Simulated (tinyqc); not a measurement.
Sublattice potential against complex hopping: Haldane model. Computed by the program tinyqc. H_AA = delta - 2 t2 sum cos(k.b + phi), H_BB = -delta - 2 t2 sum cos(k.b - phi), H_AB = -t1 (1 + exp(-i k.a1) + exp(-i k.a2)), b = a1, a2 - a1, -a2, m = 3 sqrt3 t2 sin(phi); the sign of the Chern number follows the orientation k1 then k2.

Honeycomb lattice:
```
parameter     value
t1 (eV)    1.560000
t2 (eV)    0.110000
phi (rad)  1.870000
```

Gaps at the two valleys (eV) and Chern number of the lower band (12 x 12 mesh):
```
delta    gap 2|delta - m|  gap 2|delta + m|  Chern number
-0.9830            3.0584            0.8736             0
-0.7100            2.5124            0.3276             0
-0.3280            1.7484            0.4364            -1
0.0000             1.0924            1.0924            -1
0.2180             0.6564            1.5284            -1
0.4100             0.2724            1.9124            -1
0.6830             0.2736            2.4584             0
1.0920             1.0916            3.2764             0
```

What does the comparison show, and why?

Here |m| = 0.5462 eV. For |delta| < |m| the two valleys have masses of opposite sign and the Chern number is +/-1; one gap closes at |delta| = |m|, and beyond it the band is trivial.
